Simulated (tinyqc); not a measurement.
Permittivity and interlayer from two capacitances.

Problem. A two-layer stack has Cox = eps0/(t1/e1 + t2/e2) and EOT = 3.9 eps0/Cox. Find e2, the EOT of layer 1 and, with e1 given, t1.

Parameters, values chosen for the exercise: relative permittivity of layer 1 e1 = 4.01.

Constants: eps0 = 8.8541878128e-14 F/cm where lengths are in cm. Results are converted to the units shown.

Cox at t2 = 2 and 7.3 nm (uF/cm^2): 2.7203122  0.95857908

Solution. EOT is linear in t2 with slope 3.9/e2, and its intercept is the EOT of layer 1.

e2 = 8.86
EOT of layer 1 = 0.389 nm
t1 = 0.400 nm

Computed by the program tinyqc: `OMP_NUM_THREADS=1 python tinyqc.py 2010113 2010114 out.jsonl`, one thread of a shared Intel Xeon 2.30GHz, about 0.01 s for the whole run.
